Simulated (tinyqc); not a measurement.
Quasi-harmonic thermal expansion with mode Grueneisen parameters: one step, computed by the program tinyqc. Command: `OMP_NUM_THREADS=1 python tinyqc.py 3010751 3010752 out.jsonl qha walk`. One thread of a shared host (Intel(R) Xeon(R) Processor @ 2.30GHz), about 0.03 s of CPU time with the checks.

A crystal with two atoms a cell; per atom there are 1 transverse acoustic (TA), 1/2 longitudinal acoustic (LA) and 3/2 optical (O) modes. Every frequency of group i scales as nu_i (V/V0)^(-gamma_i). Each group has one frequency. Static energy: E = (9 V0 B0/16) [y^3 B' + y^2 (2 - 4 y)], y = (V0/V)^(2/3) - 1, with pressure P_s = (3 B0/2) (z^7 - z^5) [1 + (3/4)(B' - 4)(z^2 - 1)], z = (V0/V)^(1/3).

Problem. Grueneisen's estimate. gamma_th = sum gamma_i C_i / sum C_i; volume expansion coefficient alpha_V = gamma_th C k_B/(B0 V0); linear coefficient alpha_V/3; first-order volume change P_ph/B0.

Inputs (values chosen for the exercise, modelled on magnesium oxide): static volume V0 = 9.34 angstrom^3/atom; static bulk modulus B0 = 158 GPa; temperature T = 50 K.

Acoustic groups: Einstein.

Groups:

| group | h nu_i/(k_B T) | U_i (meV) | C_i (k_B) | gamma_i C_i (k_B) |
|---|---|---|---|---|
| TA | 8.129918 | 17.52488 | 0.01948273 | 0.02727582 |
| LA | 12.38205 | 13.33764 | 3.214429e-04 | 5.143086e-04 |
| O | 14.20576 | 45.90597 | 2.048980e-04 | 3.688165e-04 |

phonon pressure at V0 = 2.204379 GPa

Constants: k_B = 8.617333262e-05 eV/K; 1 eV/angstrom^3 = 160.2176634 GPa.

Give: heat capacity C at V0; gamma_th at V0; linear expansion, Grueneisen estimate; first-order volume change.

Solution.

heat capacity C at V0 = 0.02001 k_B/atom

gamma_th at V0 = 1.407

linear expansion, Grueneisen estimate = 0.08782 ppm/K

first-order volume change = 1.395 %
